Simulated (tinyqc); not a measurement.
Worked calculation: Hubbard ring of 4 sites. One step of it, computed by the program tinyqc.

Question. Mean-field iteration 1. H(up) = T + U n(down), H(down) = T + U n(up); fill the lowest levels; n(new) = n + mixing (n(out) - n); E = tr T (rho up + rho down) + U sum n_up n_down of the output.

one-body matrix (hopping and site energies) (eV):
```
,1,2,3,4
1,0.940000,-0.650000,0.000000,-0.650000
2,-0.650000,-0.130000,-0.650000,0.000000
3,0.000000,-0.650000,0.800000,-0.650000
4,-0.650000,0.000000,-0.650000,0.010000
```

U = 11.000000 eV

electrons, up and down: 2  2

mixing = 1

n(up) at the start (a guess, not normalised): 1 0.950000, 2 0.050000, 3 0.950000, 4 0.050000

n(down) at the start (a guess): 1 0.050000, 2 0.950000, 3 0.050000, 4 0.950000

Give: levels, up; levels, down; energy; n(up) after iteration 1; n(down) after iteration 1.

Answer.

levels, up (eV): 1.2123  1.4431  10.3669  10.5977

levels, down (eV): 0.3094  0.5167  11.2933  11.5006

energy = 1.3154 eV

n(up) after iteration 1: 1 0.9900, 2 0.0100, 3 0.9903, 4 0.0097

n(down) after iteration 1: 1 0.0068, 2 0.9932, 3 0.0070, 4 0.9930
